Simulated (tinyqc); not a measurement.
Worked calculation: square-lattice Ising model by mean field, Bethe lattice, transfer matrix, exact enumeration and Monte Carlo steps. Computed by tinyqc, a small Python program that keeps every step. Command: `OMP_NUM_THREADS=1 python tinyqc.py 3025032 3025033 out.jsonl ising walk`. One thread of a shared host (Intel(R) Xeon(R) Processor @ 2.30GHz), about 0.01 s of CPU time with the checks. Intermediate numbers are printed to about 6 digits and carried at full precision; extremes and crossings named in words are read from the listed rows.

H = -J sum over nearest pairs s_i s_j, s = +-1, no field, periodic boundaries; energies per site are in J. As a lattice gas or an alloy, s marks which species holds the site.

Inputs (values chosen for the exercise, for a model lattice): coupling J = 24.1 meV; temperature T = 1110 K; strip width w = 3; factor on the grid 1.5, 1.85, 2.1, 2.45, 2.65, 3.1, 3.6, 4.4 of k_B T/J = 1.04.

Enumerated cell: 3 x 3. Monte Carlo rule: heat bath.

Constants: k_B = 8.617333262e-05 eV/K.

## Reduced coupling

K = J/(k_B T). Onsager: k_B T_c/J = 2/ln(1 + sqrt 2); mean field: 4; Bethe lattice with z = 4: 2/ln 2.

K = 0.251954

critical temperatures (K): exact 634.62, Bethe 806.95, mean field 1118.68

T lies above the exact and Bethe values but below the mean-field one.

## Three theories of the infinite lattice

K = J/(k_B T). Mean field: m = tanh(4 K m), u = -2 m^2. Bethe: cavity field h = 3 artanh(tanh K tanh h), m = tanh(4h/3), u = -2 (tanh K + tanh^2 h)/(1 + tanh K tanh^2 h). Exact: m = [1 - sinh(2K)^(-4)]^(1/8) below T_c; u = -coth(2K) [1 + (2/pi)(2 tanh^2(2K) - 1) K1(k)], k = 2 sinh(2K)/cosh^2(2K), K1 the complete elliptic integral of the first kind. The largest root is taken.

m, mean field = 0.152057

u, mean field = -0.0462425

cavity field h = 0

m, Bethe = 0

u, Bethe = -0.493509

m, exact = 0

u, exact = -0.562638

Against the exact energy mean field misses by +0.516 J and Bethe by +0.069 J.

## Transfer matrix

Strip of w sites, periodic across (for w = 2 the pair is joined by two bonds): T(s, s') = exp(K [sum_i s_i s'_i + (r(s) + r(s'))/2]), r(s) = sum_i s_i s_(i+1).

T, rows +++, ++-, +-+, +--, -++, -+-, --+, ---:
$$\begin{pmatrix}
4.53454 & 1.65518 & 1.65518 & 1.00000 & 1.65518 & 1.00000 & 1.00000 & 1.00000 \\
1.65518 & 1.65518 & 0.60417 & 1.00000 & 0.60417 & 1.00000 & 0.36502 & 1.00000 \\
1.65518 & 0.60417 & 1.65518 & 1.00000 & 0.60417 & 0.36502 & 1.00000 & 1.00000 \\
1.00000 & 1.00000 & 1.00000 & 1.65518 & 0.36502 & 0.60417 & 0.60417 & 1.65518 \\
1.65518 & 0.60417 & 0.60417 & 0.36502 & 1.65518 & 1.00000 & 1.00000 & 1.00000 \\
1.00000 & 1.00000 & 0.36502 & 0.60417 & 1.00000 & 1.65518 & 0.60417 & 1.65518 \\
1.00000 & 0.36502 & 1.00000 & 0.60417 & 1.00000 & 0.60417 & 1.65518 & 1.65518 \\
1.00000 & 1.00000 & 1.00000 & 1.65518 & 1.00000 & 1.65518 & 1.65518 & 4.53454
\end{pmatrix}$$

## Free energy and correlation length of the strip

With the eigenvalues l1 > l2: -f/(k_B T) = ln(l1)/w per site; xi = 1/ln(l1/l2) rows.

three largest eigenvalues: [9.98298, 3.91182, 1.68600]

-f/(k_B T) = 0.766960

correlation length xi = 1.06737

xi/w = 0.356; for wide strips at T_c this ratio tends to 4/pi = 1.273, and T lies above T_c, where xi tends to a constant.

## Exact averages on the small cell

States of the 3 x 3 cell:
```
E (J)  |M|  count
-18      9      2
-10      7     18
-6       3     12
-6       5     36
-2       1     90
-2       3     72
-2       5     36
2        1     72
2        3     72
6        1     90
6        3     12
```

Weights count x exp(-K E); N = 9; u = <E>/N, c = K^2 (<E^2> - <E>^2)/N in k_B, Binder U = 1 - <M^4>/(3 <M^2>^2).

ln Z / N = 0.774522

u, cell = -0.755910

heat capacity c, cell = 0.290057

<|m|>, cell = 0.545583

Binder cumulant U = 0.404918

The cell energy lies -0.193 J from the infinite lattice: periodic images add correlation. <|m|> stays finite although the infinite lattice has m = 0.

## The methods across T_c

The grid values of k_B T/J times the given factor are rounded to 3 figures before use.

Order and energy:
```
k_B T/J    T (K)  m mean field   m Bethe   m exact  <|m|> cell   u Bethe   u exact    u cell    U cell
1.56      436.28      0.987436  0.983298  0.982650    0.981254  -1.93928  -1.93818  -1.93571  0.661204
1.92      536.96      0.964715  0.943417  0.933723    0.939505  -1.81135  -1.79796  -1.80742  0.647085
2.18      609.68      0.937994  0.883191  0.808438    0.890628  -1.64363  -1.57345  -1.66620  0.628316
2.55      713.16      0.881599  0.699869  0.000000    0.804817  -1.24815  -1.06524  -1.42952  0.589416
2.76      771.89      0.838039  0.465695  0.000000    0.754793  -0.91419  -0.92934  -1.29577  0.562688
3.22      900.53      0.703115  0.000000  0.000000    0.657100  -0.60189  -0.73872  -1.04067  0.499659
3.74     1045.96      0.429977  0.000000  0.000000    0.573919  -0.52237  -0.60601  -0.82788  0.431701
4.58     1280.88      0.000000  0.000000  0.000000    0.488258  -0.42987  -0.47387  -0.61034  0.344435
```

At k_B T/J = 1.56 all values of m agree within 0.007. At 2.55 the exact m is 0 while Bethe gives 0.70, mean field 0.88 and the cell 0.80: neglect of fluctuations raises T_c, and a finite cell rounds the transition. U falls from 0.661 (2/3 when ordered) to 0.344 (0 for a large disordered system).

## heat bath steps

start configuration, 5 x 5, rows and columns numbered from 1:
$$\begin{pmatrix}
-1 & 1 & -1 & 1 & 1 \\
1 & -1 & -1 & -1 & 1 \\
1 & 1 & 1 & 1 & -1 \\
-1 & 1 & -1 & 1 & 1 \\
1 & 1 & 1 & 1 & -1
\end{pmatrix}$$

Random draws:
```
step  row  column       u
1       4       2  0.1608
2       3       1  0.8662
3       5       2  0.6030
4       4       5  0.4938
5       1       5  0.4481
6       2       4  0.3469
7       4       2  0.0973
8       2       3  0.9025
9       3       4  0.6276
10      4       4  0.3955
11      3       4  0.4526
12      3       4  0.2388
13      5       3  0.9500
14      4       3  0.2131
```

h is the sum of the four neighbours. Set s = +1 if u < p = 1/(1 + exp(-2 K h)), else -1.

Steps:
```
step  s before   h         p  s after
1            1   0  0.500000        1
2            1   0  0.500000       -1
3            1   4  0.882429        1
4            1  -2  0.267408       -1
5            1   0  0.500000        1
6           -1   2  0.732592        1
7            1   0  0.500000        1
8           -1   0  0.500000       -1
9            1   2  0.732592        1
10           1   0  0.500000        1
11           1   2  0.732592        1
12           1   2  0.732592        1
13           1   0  0.500000       -1
14          -1   2  0.732592        1
```

configuration after the steps:
$$\begin{pmatrix}
-1 & 1 & -1 & 1 & 1 \\
1 & -1 & -1 & 1 & 1 \\
-1 & 1 & 1 & 1 & -1 \\
-1 & 1 & 1 & 1 & -1 \\
1 & 1 & -1 & 1 & -1
\end{pmatrix}$$

5 of the 14 steps changed a spin; the sum of spins went from 7 to 5.

Checks made by the program: ln Z of the cell against the trace of a power of the transfer matrix (relative difference below 1e-10).
